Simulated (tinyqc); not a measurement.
Linear model of a band gap against the share of exact exchange: one step. Self-consistent share. Three cases, with inputs chosen for the exercise.

Problem. Iterate alpha -> 1/eps(alpha) seven times from a_start. The fixed point solves alpha eps(alpha) = 1; the contraction factor there is 2 (eps - 1) S/((EP + S alpha) eps^2).

E(alpha) = E0 + S alpha. A wider gap screens less, modelled in the Penn form eps(alpha) = 1 + (e0 - 1)(EP/(EP + S alpha))^2 with a scale EP chosen for the exercise. A dielectric-dependent hybrid takes alpha = 1/eps.

Give: Iterates; fixed point; contraction factor.

Case 1.

Values chosen (of the order of those of Si; not measured data): E0 = 0.6 eV (gap of the semi-local functional); S = 4.59 eV (slope dE/d(alpha)); e0 = 12.75 (optical dielectric constant at alpha = 0); EP = 10 eV (energy scale of the screening); a_start = 0.1 (starting alpha).

Solution.

Iterates:
```
step    alpha      eps  E (eV)
0     0.10000  11.7413  1.0590
1     0.08517  11.8825  0.9909
2     0.08416  11.8923  0.9863
3     0.08409  11.8929  0.9860
4     0.08408  11.8930  0.9859
5     0.08408  11.8930  0.9859
6     0.08408  11.8930  0.9859
7     0.08408  11.8930  0.9859
```

fixed point = 0.08408
contraction factor = 0.0681

The factor is positive, so the iterates approach from one side, the error shrinking to 0.07 of itself each step; the gap is within 0.01 eV of its limit from step 1. Self-consistency moves the gap by +0.026 eV against the one-shot choice 1/e0, since a wider gap screens less.

Case 2.

Values chosen (of the order of those of SiO2; not measured data): E0 = 5.75 eV (gap of the semi-local functional); S = 10.41 eV (slope dE/d(alpha)); e0 = 2.42 (optical dielectric constant at alpha = 0); EP = 29.9 eV (energy scale of the screening); a_start = 0.5 (starting alpha).

Solution.

Iterates:
```
step    alpha     eps   E (eV)
0     0.50000  2.0301  10.9550
1     0.49258  2.0347  10.8777
2     0.49148  2.0354  10.8663
3     0.49131  2.0355  10.8646
4     0.49129  2.0355  10.8643
5     0.49129  2.0355  10.8643
6     0.49129  2.0355  10.8643
7     0.49129  2.0355  10.8643
```

fixed point = 0.49129
contraction factor = 0.1486

The factor is positive, so the iterates approach from one side, the error shrinking to 0.15 of itself each step; the gap is within 0.01 eV of its limit from step 2. Self-consistency moves the gap by +0.813 eV against the one-shot choice 1/e0, since a wider gap screens less.

Case 3.

Values chosen (of the order of those of HfO2; not measured data): E0 = 3.99 eV (gap of the semi-local functional); S = 8.43 eV (slope dE/d(alpha)); e0 = 5.04 (optical dielectric constant at alpha = 0); EP = 18.2 eV (energy scale of the screening); a_start = 0.25 (starting alpha).

Solution.

Iterates:
```
step    alpha     eps  E (eV)
0     0.25000  4.2450  6.0975
1     0.23557  4.2842  5.9759
2     0.23342  4.2901  5.9577
3     0.23309  4.2910  5.9550
4     0.23305  4.2911  5.9546
5     0.23304  4.2912  5.9545
6     0.23304  4.2912  5.9545
7     0.23304  4.2912  5.9545
```

fixed point = 0.23304
contraction factor = 0.1494

The factor is positive, so the iterates approach from one side, the error shrinking to 0.15 of itself each step; the gap is within 0.01 eV of its limit from step 2. Self-consistency moves the gap by +0.292 eV against the one-shot choice 1/e0, since a wider gap screens less.

Computed by tinyqc, one run a case: `OMP_NUM_THREADS=1 python tinyqc.py N N+1 out.jsonl` with N = 1850545, 1850620, 1850621; one thread of a shared Intel(R) Xeon(R) Processor @ 2.30GHz, about 0.01 s a run at most.
